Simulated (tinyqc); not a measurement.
# Mean barrier and spread from two temperatures

Problem. For a Gaussian spread of Schottky barriers the apparent height is phi_ap = phi - sg^2/(2 Vt), Vt = kB T/q. Find sg and phi.

Constants: q = 1.602176634e-19 C, kB = 1.380649e-23 J/K. Results are converted to the units shown.

phi_ap(0) at 200 and 350 K (eV): [0.90591405, 0.93337946]

Answer. phi_ap is linear in 1/(2 Vt) with slope -sg^2 and intercept phi.

sg = 0.04700 eV
phi = 0.9700 eV

Computed by the program tinyqc: `OMP_NUM_THREADS=1 python tinyqc.py 2640065 2640066 out.jsonl`, one thread of a shared Intel Xeon 2.30GHz, about 0.01 s for the whole run.
